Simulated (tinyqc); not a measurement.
Quantum limit of the contact resistance of a two-dimensional channel: two steps of the calculation.

Parabolic band with gv valleys, C = hbar^2/(2 m0), eta = (EF - Ec)/(kB T). Landauer picture: each mode conducts 2 q^2/h, and the contacts and the channel add incoherently in series, 1/Tt - 1 = 2 (1/tc - 1) + L/lam for the total transmission Tt.

Values chosen for this exercise: temperature T = 77 K; mass m = 0.38 m0; valleys gv = 3; carrier density n = 4.7e12 cm^-2; transmission of each contact tc = 0.22; back-scattering length of the channel lam = 71 nm; channel length L = 79 nm.

Constants: q = 1.602176634e-19 C, kB = 1.380649e-23 J/K, hbar = 1.054571817e-34 J s, h = 6.62607015e-34 J s, m0 = 9.1093837015e-31 kg, Vt = kB T/q, hbar^2/(2 m0) = 0.0380998212 eV nm^2. Results are converted to the units shown.

Task 1. Fermi level and modes. n = N ln(1 + exp(eta)), N = gv m kB T/(2 pi C); modes per width M = gv sqrt(m kB T/C) Fm(eta)/(2 sqrt(pi)), Fm(x) = (1/sqrt(pi)) int_0^infinity u^(-1/2)/(1 + exp(u - x)) du; at zero temperature M0 = gv kF/pi, kF = sqrt(2 pi n/gv). kB T in eV.

Wanted: N; eta; M; M0.

Result 1.

N = 3.160e12 cm^-2
eta = 1.231
M = 246.1 1/um
M0 = 299.6 1/um

The zero-temperature count is 22 % above the thermal one.

Task 2. Resistances. RQ = (h/2q^2)/M for the whole device, R = RQ/Tt; the part of one contact is Rc = RQ (1/tc - 1/2) and the channel adds RQ L/lam.

M = 246.06276 1/um

Find: RQ; Rc; channel; R; Tt.

Result 2.

RQ = 52.45 ohm um
Rc = 212.2 ohm um
channel = 58.36 ohm um
R = 482.7 ohm um
Tt = 0.1087

The two contacts make up 87.9 % of R.

Computed by the program tinyqc: `OMP_NUM_THREADS=1 python tinyqc.py 2760028 2760029 out.jsonl`, one thread of a shared Intel Xeon 2.30GHz, about 0.01 s for the whole run.
